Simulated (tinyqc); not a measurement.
Thermal RC ladder, step response: one step of the calculation.

A ladder of 2 nodes: R_i joins node i to node i + 1, the last R to the ambient; C_i is the heat capacity of node i; theta is the rise above ambient, zero at t = 0. d theta/dt = -A theta + b with b = (Pw/C_1, 0, ...), times in ms.

Question. Time constants and Foster resistances. A = C^(-1) K, K_ii = 1/R_(i-1) + 1/R_i (no first term for node 1), K_(i,i+1) = K_(i+1,i) = -1/R_i. The time constants tau_k are the inverse eigenvalues of A; the rise of node 1 per watt is Z(t) = sum_k r_k (1 - exp(-t/tau_k)), with r_k = v_k1^2 tau_k/C_1 and v_k the unit eigenvectors of C^(-1/2) K C^(-1/2).

Inputs (values chosen for the exercise):
- R = [0.7, 0.37] K/W (resistances, junction to ambient)
- C = [0.34, 6.1] mJ/K (heat capacities of the nodes)

Give: tau_k, rising; r_k.

Answer.

tau_k, rising (ms): [0.2241, 2.397]
r_k (K/W): [0.6168, 0.4532]

The r_k add up to the sum of the R_i, 1.070 K/W; the slowest constant is 10.7 times the fastest.

Numbers from tinyqc (`OMP_NUM_THREADS=1 python tinyqc.py 2520110 2520111 out.jsonl`; about 0.01 s on one thread of a shared Intel Xeon 2.30GHz).
